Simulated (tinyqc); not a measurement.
Inside a calculation (part 2 of 2). Method: UHF in the sto-6g basis, for H4+, spin multiplicity 2. Computed by tinyqc, a small Python program that keeps every step (integrals from PySCF). Command: `OMP_NUM_THREADS=1 python tinyqc.py 20582 20583 out.jsonl` (the two numbers bound the seeds that draw the settings). One thread of a shared host (Intel(R) Xeon(R) Processor @ 2.60GHz), about 0.1 s of CPU time with the checks.

Geometry (angstrom):
```
atom         x         y         z
H     0.000000  0.000000  0.000000
H     0.000000  0.000000  1.339000
H     0.000000  0.000000  2.487000
H     0.000000  0.000000  3.826000
```

## Populations, bond orders and dipole

D(alpha) after iteration 75:
```
           1H 1s      2H 1s      3H 1s      4H 1s
1H 1s   0.556933   0.326288  -0.007238  -0.178774
2H 1s   0.326288   0.210176   0.058962  -0.007269
3H 1s  -0.007238   0.058962   0.210156   0.326278
4H 1s  -0.178774  -0.007269   0.326278   0.556983
```

D(beta) after iteration 75:
```
          1H 1s     2H 1s     3H 1s     4H 1s
1H 1s  0.006142  0.044711  0.044710  0.006140
2H 1s  0.044711  0.325482  0.325468  0.044696
3H 1s  0.044710  0.325468  0.325455  0.044694
4H 1s  0.006140  0.044696  0.044694  0.006138
```

overlap S:
```
          1H 1s     2H 1s     3H 1s     4H 1s
1H 1s  1.000000  0.321884  0.053444  0.004591
2H 1s  0.321884  1.000000  0.414194  0.053444
3H 1s  0.053444  0.414194  1.000000  0.321884
4H 1s  0.004591  0.053444  0.321884  1.000000
```

Mulliken: Z minus the diagonal of D S on the atom; Loewdin: the same with S^(1/2) D S^(1/2); Mayer order: 2 sum_s sum (D(s) S)_ij (D(s) S)_ji over the two atoms.

Charges (e):
```
atom  Mulliken   Loewdin  Mulliken spin
1H    0.316296  0.315939       0.637801
2H    0.183694  0.184053      -0.137833
3H    0.183747  0.184103      -0.137823
4H    0.316262  0.315905       0.637856
```

Mayer bond orders:
```
pair     order
2-1   0.413400
3-1   0.026798
3-2   0.507076
4-1   0.052969
4-2   0.026782
4-3   0.413367
```

dipole moment about the origin, x y z (debye): 0.000000  0.000000  9.188363

<S^2> of the determinant (pure state: 0.75) = 0.996278
